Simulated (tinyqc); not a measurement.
## Ground and coupling capacitance from two measurements

Inverse problem. A line has Cg to the planes and Cc to each of two neighbours. Find Cg, Cc, the load when both neighbours switch in antiphase, and the pulse on the line when it floats and both neighbours swing by Vx.

Values chosen for this exercise:
- Vx = 0.8 V (swing)

capacitance with neighbours driven alike and with neighbours grounded (aF/um): 58  194

Solution. Driven alike, Cc carries no charge, which leaves Cg; grounded neighbours give Cg + 2 Cc, antiphase Cg + 4 Cc; a floating line divides the swing as 2 Cc/(Cg + 2 Cc).

Cg = 58.00 aF/um
Cc = 68.00 aF/um
load in antiphase = 330.0 aF/um
pulse = 0.5608 V

Computed by the program tinyqc: `OMP_NUM_THREADS=1 python tinyqc.py 2790221 2790222 out.jsonl`, one thread of a shared Intel Xeon 2.30GHz, about 1 s for the whole run.
